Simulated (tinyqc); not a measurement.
The first four gaps: longitudinal sound in a periodic multilayer: transfer matrices, stop bands and folded phonons. Computed by tinyqc, a small Python program. Command: `OMP_NUM_THREADS=1 python tinyqc.py 3005266 3005267 out.jsonl multilayer walk`. One thread of a shared host (Intel(R) Xeon(R) Processor @ 2.30GHz), about 0.01 s of CPU time with the checks.

Layers 1 and 2 repeat with period d = d_1 + d_2; waves travel normal to the layers, without loss. State vector (u, s): displacement u and stress divided by omega. Impedances Z = rho v are in 1e6 kg/(m^2 s).

Inputs (values chosen for the exercise, modelled on silica (layer 1), aluminium nitride (layer 2) and silica (substrate)):
```
quantity            value    unit
density rho_1        2.21  g/cm^3
velocity v_1         5960     m/s
thickness d_1         323      nm
density rho_2        3.28  g/cm^3
velocity v_2        11100     m/s
thickness d_2         595      nm
substrate density    2.17  g/cm^3
substrate velocity   5910     m/s
```

Method:
- Z = rho v; interface reflection r = (Z_2 - Z_1)/(Z_2 + Z_1) (stress amplitude, from 1 into 2); Bragg frequency f_B = 1/[2 (d_1/v_1 + d_2/v_2)]; long-wave velocity v_eff = d/sqrt[(d_1/v_1)^2 + (d_2/v_2)^2 + (Z_1/Z_2 + Z_2/Z_1)(d_1/v_1)(d_2/v_2)].
- A layer maps (u, s) by [[cos p, sin p/Z], [-Z sin p, cos p]], p = 2 pi f d_i/v_i; one period is M = M_2 M_1, and cos(q d) = trace(M)/2.
- Gap m contains m f_B; its edges, where trace(M)/2 = (-1)^m, are found by root search. Weak-contrast estimate of the width: (4 f_B/pi) |r sin(m pi a)|, a = (d_1/v_1)/(d_1/v_1 + d_2/v_2).

Bragg frequency f_B = 4.63829 GHz

Z_1 = 13.1716

Z_2 = 36.408

interface reflection r = 0.468669

Stop bands (GHz):
```
m  lower edge  upper edge   width  weak-contrast estimate
1       3.198       6.079  2.8806                  2.7677
2       9.253       9.300  0.0477                  0.0477
3      12.475      15.355  2.8796                  2.7669
4      18.506      18.601  0.0953                  0.0953
```

What follows from these numbers?

With a = 0.503, gap 1 is the widest and gap 2 the narrowest: the layers are near a quarter wave each at f_B, so the even gaps almost close. The weak-contrast estimate misses the first width by -3.9 % at |r| = 0.47. Odd gaps open at the edge of the folded zone (q = pi/d), even ones at its centre.
